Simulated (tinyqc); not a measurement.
# Worked calculation: MOSFET with velocity saturation and source resistance

tinyqc, about 0.01 s, one thread, Intel Xeon 2.30GHz (shared host): `OMP_NUM_THREADS=1 python tinyqc.py 2500131 2500132 out.jsonl` Printed values are rounded.

Strong inversion, charge Q = Cox (Vg - m V) at channel potential V with Vg the gate overdrive, and drift velocity v = mu E/(1 + mu E/vsat). Integrating along the channel gives I = mu Cox (1/L)(Vg Vd - m Vd^2/2)/(1 + Vd/Vc) per width, Vc = vsat L/mu, which peaks at Vdsat. Units: I in uA/um, Rs in ohm um, so the drop over Rs is 1e-6 I Rs volts.

Inputs (values chosen for the exercise):

| symbol | value | unit | meaning |
|---|---|---|---|
| Cox | 1.34 | uF/cm^2 | gate capacitance |
| mu0 | 110 | cm^2/(V s) | mobility at low gate voltage |
| th | 0.2 | 1/V | mobility degradation |
| vsat | 9.2e6 | cm/s | saturation velocity |
| m | 1.34 |  | body factor |
| VT | 0.47 | V | threshold |
| L | 0.13 | um | channel length |
| Rs | 300 | ohm um | source resistance |
| Vgs | 1.8 | V | gate voltage |

## Saturation without source resistance

Vg = Vgs - VT (0 if negative), mu = mu0/(1 + th Vg), Vc = vsat L/mu, x = sqrt(1 + 2 Vg/(m Vc)), Vdsat = 2 Vg/(m (1 + x)), Isat = Cox vsat Vg (x - 1)/(x + 1) per width. Long-channel limit: mu Cox Vg^2/(2 m L); short-channel limit: Cox vsat Vg.

Vg = 1.33 V
mu = 86.8878 cm^2/(V s)
Vc = 1.37649 V
Vdsat = 0.774593 V
Isat = 360.033 uA/um
long-channel limit = 591.138 uA/um
short-channel limit = 1639.62 uA/um

Isat is 0.609 of the long-channel and 0.220 of the short-channel limit.

## Iteration 1: saturation current with source resistance

I at the start = 0 uA/um

Vg = Vgs - I Rs - VT (0 if negative), mu = mu0/(1 + th Vg), Vc = vsat L/mu, x = sqrt(1 + 2 Vg/(m Vc)), Vdsat = 2 Vg/(m (1 + x)), Isat = Cox vsat Vg (x - 1)/(x + 1) per width. I(new) = Isat.

Vg = 1.33 V
mu = 86.8878 cm^2/(V s)
Vc = 1.37649 V
Vdsat = 0.774593 V
Isat = 360.033 uA/um
I after iteration 1 = 360.033 uA/um

## Iteration 2: saturation current with source resistance

As before.

Vg = 1.22199 V
mu = 88.3962 cm^2/(V s)
Vc = 1.35300 V
Vdsat = 0.720234 V
Isat = 316.677 uA/um
I after iteration 2 = 316.677 uA/um

## Course of the iteration: saturation current with source resistance

Stop when I changes by less than 1e-6 uA/um, or after 80 iterations.

Course of the iteration:
```
iteration  I (uA/um)  |change| (uA/um)
1            360.033               360
2            316.677              43.4
3            321.826              5.15
4            321.213             0.612
5            321.286            0.0728
6            321.278           8.66e-3
7            321.279           1.03e-3
8            321.279           1.23e-4
9            321.279           1.46e-5
10           321.279           1.73e-6
11           321.279           2.06e-7
```

Converged in 11 iterations. At the end each change is about 0.12 times the one before, with alternating sign: linear convergence. The resistance lowers Isat by 10.8 %.
